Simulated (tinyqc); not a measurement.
# Internal photoemission over an interface barrier, step by step

tinyqc, about 0.01 s, one thread, Intel Xeon 2.30GHz (shared host): `OMP_NUM_THREADS=1 python tinyqc.py 2410107 2410108 out.jsonl` Printed values are rounded.

Electrons are excited from the valence band of a semiconductor over the barrier Phi(F) = P0 - sqrt(q F/(4 pi eps0 ei)), whose top lies at xm = sqrt(q/(16 pi eps0 ei F)). The yield is Y = A (hv - Phi)^p exp(-xm/l), with A = 1 here.

Parameters, values chosen for the exercise; dielectric values close to those of hafnium oxide: barrier at zero field P0 = 2.77 eV; image-force permittivity ei = 4.06; scattering length in the image well l = 1.2 nm; field in the dielectric F = 3.5 MV/cm.

Constants: q = 1.602176634e-19 C, h = 6.62607015e-34 J s, c = 299792458 m/s, eps0 = 8.8541878128e-14 F/cm where lengths are in cm. Results are converted to the units shown.

## Barrier in the field

Lowering P0 - Phi, barrier, position of its top, scattering factor and threshold wavelength.

lowering = 352.328 meV
Phi = 2.41767 eV
xm = 0.503325 nm
exp(-xm/l) = 0.657416
threshold wavelength h c/(q Phi) = 512.825 nm

## Threshold from a spectrum

hv, point 0 to 5 (eV): [2.57, 2.7, 2.83, 2.96, 3.09, 3.22]
Y, point 0 to 5: [0.002299, 0.01449, 0.04497, 0.1046, 0.1957, 0.3379]

The yields were made at this field with a scatter of 2 %. Fit Y^(1/n) on hv by least squares for n = 2 and n = 3; the zero of the line is the threshold.

Y^(1/2), point 0 to 5: [0.0479479, 0.120374, 0.212061, 0.323419, 0.442380, 0.581292]
Y^(1/3), point 0 to 5: [0.131981, 0.243794, 0.355610, 0.471170, 0.580582, 0.696513]
threshold for n = 2 = 2.54512 eV
threshold for n = 3 = 2.41878 eV

The right exponent, 3, gives 2.419 eV against Phi = 2.418 eV; the wrong one is off by 127 meV.
